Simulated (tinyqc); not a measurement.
Solubility, supersaturation, precipitation and gettering of an impurity in a silicon-like host: one step, computed by the program tinyqc. Command: `OMP_NUM_THREADS=1 python tinyqc.py 3006865 3006866 out.jsonl ripen walk`. One thread of a shared host (Intel(R) Xeon(R) Processor @ 2.30GHz), about 0.01 s of CPU time with the checks.

The wafer was saturated at T1 and is then held at T.

Problem. Ham's law for sinks of fixed radius. tau0 = 1/(4 pi n r0 D); C_fixed(t) = C_eq + (C0 - C_eq) exp(-t/tau0). If all excess precipitates, the final radius is r_f = [r0^3 + 3 (C0 - C_eq)/(4 pi n C_p)]^(1/3), with tau_f = 1/(4 pi n r_f D).

Inputs (values chosen for the exercise, modelled on cobalt in silicon):

| quantity | value | unit |
|---|---|---|
| temperature of saturation T1 | 1375 | K |
| anneal temperature T | 1142 | K |
| sink density n | 2.2e+07 | 1/cm^3 |
| initial sink radius r0 | 66 | nm |
| impurity density in the precipitate C_p | 5.9e+22 | 1/cm^3 |
| anneal time t | 15 | s |

D(T) = 5.693754e-06 cm^2/s

C_eq(T) = 3.956848e+13 1/cm^3

C0 = 5.172341e+15 1/cm^3

Give: tau0; C_fixed(t); final radius r_f; tau_f.

Solution.

tau0 = 96.26 s

C_fixed(t) = 4.432e+15 1/cm^3

final radius r_f = 107.2 nm

tau_f = 59.27 s

The sinks grow 1.6 times, so the fixed radius underrates the later rate. Caution: the barrier to homogeneous nucleation is below 35 k_B T for these inputs, so new precipitates would form and outnumber the fixed sinks assumed here.
